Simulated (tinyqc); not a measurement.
# A square-lattice strip 2 sites wide, recursive Green functions, step by step

Program tinyqc, `OMP_NUM_THREADS=1 python tinyqc.py 2660110 2660111 out.jsonl`; Intel Xeon 2.30GHz, shared host, one thread, about 0.02 s. Printed values are rounded.

The device has N = 5 slices of 2 site(s), nearest-neighbour hopping -t, and site energies U; the leads are semi-infinite continuations with site energy 0. V = <i+1|H|i> = -t 1.

Inputs (values chosen for the exercise): hopping (matrix element -t) t = 1 eV; site energies, slice by slice (2 a slice) U = [-0.87, 0.69, 0.39, 0.7, 0.43, -0.23, -0.8, -0.25, -0.7, -0.12] eV; energy E = 1.11 eV.

## Self-energy of the leads

Transverse modes n = 1..2: chi_n(j) = sqrt(2/3) sin(pi n j/3), energy e_n = -2 t cos(pi n/3). Sigma = t^2 sum_n chi_n chi_n^T g(E - e_n), g(x) = (x - i sqrt(4 t^2 - x^2))/(2 t^2) for |x| < 2 t and (x - sign(x) sqrt(x^2 - 4 t^2))/(2 t^2) otherwise; Gamma = i (Sigma - Sigma^dagger); both leads give the same.

Sigma (eV):

|  | 1 | 2 |
|---|---|---|
| 1 | 0.386904-0.499243i | 0.331904+0.499243i |
| 2 | 0.331904+0.499243i | 0.386904-0.499243i |

Gamma (eV):

|  | 1 | 2 |
|---|---|---|
| 1 | 0.998486 | -0.998486 |
| 2 | -0.998486 | 0.998486 |

open modes = 1

## Slice 1

Forward pass: g_1 = (E - H_1 - Sigma)^(-1), g_i = (E - H_i - V g_(i-1) V^dagger)^(-1), with Sigma also subtracted on the last slice; G_(i,1) = g_i V G_(i-1,1), starting from g_1. H_i is the block of slice i: its site energies on the diagonal and -t between neighbouring rows.

g_1 (1/eV):

|  | 1 | 2 |
|---|---|---|
| 1 | 0.30967-0.10480i | 0.42751+0.33795i |
| 2 | 0.42751+0.33795i | 0.04751-1.08982i |

## Slice 2

As before.

g_2 (1/eV):

|  | 1 | 2 |
|---|---|---|
| 1 | 1.11725-0.64496i | 0.50113+0.55358i |
| 2 | 0.50113+0.55358i | 0.02264-0.47514i |

G_(2,1) (1/eV):

|  | 1 | 2 |
|---|---|---|
| 1 | -0.30555-0.08921i | -1.32271+0.41799i |
| 2 | -0.38346+0.07657i | 0.48959-0.35877i |

## Slice 3

As before.

g_3 (1/eV):

|  | 1 | 2 |
|---|---|---|
| 1 | -0.246489-0.932856i | 0.509166+0.066041i |
| 2 | 0.509166+0.066041i | 0.536841-0.004675i |

G_(3,1) (1/eV):

|  | 1 | 2 |
|---|---|---|
| 1 | 0.208200-0.320681i | -0.988938-0.980530i |
| 2 | 0.355180+0.022703i | 0.439931+0.069416i |

## Slice 4

As before.

g_4 (1/eV):

|  | 1 | 2 |
|---|---|---|
| 1 | 0.41344-0.22407i | -0.22760+0.16807i |
| 2 | -0.22760+0.16807i | 1.33634-0.12607i |

G_(4,1) (1/eV):

|  | 1 | 2 |
|---|---|---|
| 1 | 0.070430+0.124706i | 0.740373+0.125658i |
| 2 | -0.484017-0.093540i | -0.986530-0.094254i |

## Slice 5

As before.

g_5 (1/eV):

|  | 1 | 2 |
|---|---|---|
| 1 | 0.404156-0.023871i | 0.556061+0.114814i |
| 2 | 0.556061+0.114814i | -0.066311-0.627871i |

G_(5,1) (1/eV):

|  | 1 | 2 |
|---|---|---|
| 1 | 0.226962+0.058866i | 0.235524+0.132566i |
| 2 | 0.001790-0.387534i | -0.403503-0.780542i |

## Transmission and its channels

T(E) = Tr[Gamma G_(N,1) Gamma G_(N,1)^dagger]. The non-zero eigenvalues T_n of the matrix under the trace are the channel transmissions; Fano factor sum T_n (1 - T_n)/sum T_n.

T(E) = 0.387916
T_n: [0.387916]
Fano factor = 0.612084

With 1 open mode(s) in the leads T(E) cannot exceed 1. Inverting the whole matrix gives the same value.
